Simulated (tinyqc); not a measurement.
Decay of LO phonons and the hot-phonon bottleneck in the cooling of electrons: one step, computed by the program tinyqc.

n(E, T) = 1/(exp(E/(k_B T)) - 1) is the Bose occupation. Electrons have a temperature T_e; the LO modes within their reach share one occupation N; the decay products stay at the lattice temperature.

Question. Electron and phonon temperatures in closed form. Net emission per electron: [(N + 1) x - N]/tau_sp with x = exp(-hbar omega/(k_B T_e)), a simple two-level balance; steady state of the modes: n [(N + 1) x - N]/tau_sp = N_m (N - N_0)/tau; power per electron P = hbar omega [(N + 1) x - N]/tau_sp. With p = P tau_sp/(hbar omega): N = N_0 + r p and x = (p + N)/(N + 1); without hot phonons N = N_0. The mode temperature T_LO solves n(hbar omega, T_LO) = N.

Inputs (values chosen for the exercise, modelled on gallium nitride): LO energy hbar omega = 94.6 meV; lattice temperature T = 500 K; power supplied per electron P = 6.7 nW.

Decay channel: two unequal phonons (Ridley).

emission time tau_sp = 7.319739 fs

equilibrium LO occupation N_0 = 0.1252322

bottleneck ratio r = 2.496858

Constants: e = 1.602176634e-19 C; k_B = 8.617333262e-05 eV/K.

Give: reduced power p; LO occupation N; electron temperature T_e; T_e without hot phonons; mode temperature T_LO.

Answer.

reduced power p = 0.0032357

LO occupation N = 0.13331

electron temperature T_e = 518.75 K

T_e without hot phonons = 505.88 K

mode temperature T_LO = 512.93 K
